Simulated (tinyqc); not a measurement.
Gap voltage and exponent from three temperatures.

Question. At constant current VBE(T) = Vg0 - a T - eta (kB T/q) ln T, where a is a constant. Find Vg0, eta and dVBE/dT at the middle temperature.

Constants: q = 1.602176634e-19 C, kB = 1.380649e-23 J/K. Results are converted to the units shown.

T (K): 253  300  330
VBE at a constant current (V): 0.8060649455  0.7288879154  0.6785746076

Answer. The relation is linear in Vg0, a and eta, so three points give a linear system; the slope is (VBE - Vg0 - eta kB T/q)/T. eta rests on the curvature of VBE(T) alone, so real fits need accuracy of some tens of microvolts or better.

Vg0 = 1.15 V
eta = 3.10
dVBE/dT = -1.66 mV/K

tinyqc, about 0.02 s, one thread, Intel Xeon 2.30GHz (shared host): `OMP_NUM_THREADS=1 python tinyqc.py 2062196 2062197 out.jsonl`
